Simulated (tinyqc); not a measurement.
Worked calculation: CISD on RHF in the sto-6g basis, for H4, spin multiplicity 1. One step of it, computed by the program tinyqc.

Question. CISD: determinants and Hamiltonian. Slater-Condon rules over spin orbitals, with the nuclear repulsion added and E(HF) subtracted on the diagonal. Only determinants linked to the reference directly or through others are kept (one block of an abelian symmetry group), so some states are absent.

one-electron integrals over orbitals h = C^T H C (hartree):
$$\begin{pmatrix}
-1.475936 & 0.000000 & 0.080679 & 0.000000 \\
0.000000 & -1.428658 & 0.000000 & -0.075557 \\
0.080679 & 0.000000 & -1.036154 & 0.000000 \\
0.000000 & -0.075557 & 0.000000 & -0.949516
\end{pmatrix}$$

Two-electron integrals over orbitals (pq|rs), unique and non-zero (hartree):
```
(11|11) 0.398543    (21|21) 0.212734    (22|11) 0.397951    (22|22) 0.403084
(31|11) -0.027527   (31|22) -0.004990   (31|31) 0.106638    (32|21) 0.043171
(32|32) 0.099065    (33|11) 0.394461    (33|22) 0.396652    (33|31) -0.007608
(33|33) 0.410172    (41|21) 0.006928    (41|32) -0.090891   (41|41) 0.094628
(42|11) 0.034548    (42|22) 0.013389    (42|31) -0.107319   (42|33) 0.011039
(42|42) 0.110521    (43|21) -0.209129   (43|32) -0.045048   (43|41) -0.005183
(43|43) 0.221687    (44|11) 0.409659    (44|22) 0.408830    (44|31) -0.030805
(44|33) 0.419730    (44|42) 0.037251    (44|44) 0.438230
```

nuclear repulsion = 1.74001730 hartree

Hartree-Fock energy = -2.10120816 hartree

Give: determinants; H - E(HF) between determinants.

Answer.

Occupation strings over the orbitals (2 doubly, a alpha, b beta, 0 empty; spin orbitals ordered 1a 1b 2a 2b ...): 2200 2a0b a2b0 2b0a b2a0 aabb 2020 abab 2002 abba baab 0220 baba 0202 bbaa

H - E(HF) between determinants (hartree):
```
        2200    2a0b    a2b0    2b0a    b2a0    aabb    2020    abab
2200   0.000   0.000   0.000   0.000   0.000   0.016   0.099   0.091
2a0b   0.000   0.626   0.102  -0.111   0.107  -0.023  -0.045   0.043
a2b0   0.000   0.102   0.547   0.107  -0.107  -0.028  -0.043   0.045
2b0a   0.000  -0.111   0.107   0.626   0.102   0.000   0.045  -0.005
b2a0   0.000   0.107  -0.107   0.102   0.547   0.000   0.043  -0.007
aabb   0.016  -0.023  -0.028   0.000   0.000   0.944  -0.091  -0.099
2020   0.099  -0.045  -0.043   0.045   0.043  -0.091   0.990  -0.118
abab   0.091   0.043   0.045  -0.005  -0.007  -0.099  -0.118   1.161
2002   0.111   0.024   0.000  -0.024   0.000   0.107   0.222  -0.209
abba  -0.107   0.000  -0.024   0.026   0.000  -0.111   0.209  -0.222
baab  -0.107  -0.026   0.000   0.000   0.024  -0.107   0.209  -0.213
0220   0.107   0.000   0.020   0.000  -0.020   0.107   0.213  -0.209
baba   0.091   0.005   0.007  -0.043  -0.045  -0.095  -0.118   0.000
0202   0.095  -0.007  -0.005   0.007   0.005  -0.091   0.000  -0.118
bbaa   0.016   0.000   0.000   0.023   0.028   0.000  -0.091  -0.095

        2002    abba    baab    0220    baba    0202    bbaa
2200   0.111  -0.107  -0.107   0.107   0.091   0.095   0.016
2a0b   0.024   0.000  -0.026   0.000   0.005  -0.007   0.000
a2b0   0.000  -0.024   0.000   0.020   0.007  -0.005   0.000
2b0a  -0.024   0.026   0.000   0.000  -0.043   0.007   0.023
b2a0   0.000   0.000   0.024  -0.020  -0.045   0.005   0.028
aabb   0.107  -0.111  -0.107   0.107  -0.095  -0.091   0.000
2020   0.222   0.209   0.209   0.213  -0.118   0.000  -0.091
abab  -0.209  -0.222  -0.213  -0.209   0.000  -0.118  -0.095
2002   1.276   0.102   0.102   0.000  -0.209   0.213   0.107
abba   0.102   1.185   0.000   0.102  -0.213   0.209  -0.107
baab   0.102   0.000   1.185   0.102  -0.222   0.209  -0.111
0220   0.000   0.102   0.102   1.113  -0.209   0.222   0.107
baba  -0.209  -0.213  -0.222  -0.209   1.161  -0.118  -0.099
0202   0.213   0.209   0.209   0.222  -0.118   1.340  -0.091
bbaa   0.107  -0.107  -0.111   0.107  -0.099  -0.091   0.944
```
